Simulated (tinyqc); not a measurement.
From results back to parameters: density of states of one tight-binding band on the square lattice.

Problem. For E(k) = -2 t (c1 + c2) - 4 t2 c1 c2, ci = cos(2 pi ki), with |t2| < t/2 the band has its bottom at Gamma, its top at M = (1/2, 1/2) and its logarithmic peak at X = (1/2, 0). Only differences are known.

peak above the bottom = 11.9200 eV
top above the peak = 5.8400 eV

Find: t; t2.

Solution. E(Gamma) = -4t - 4 t2, E(X) = 4 t2, E(M) = 4t - 4 t2: the sum of the two differences is 8 t, their difference 16 t2.

t = 2.220 eV
t2 = 0.380 eV

tinyqc: `OMP_NUM_THREADS=1 python tinyqc.py 1681193 1681194 out.jsonl`; about 0.08 s, one thread, shared Intel(R) Xeon(R) Processor @ 2.30GHz.
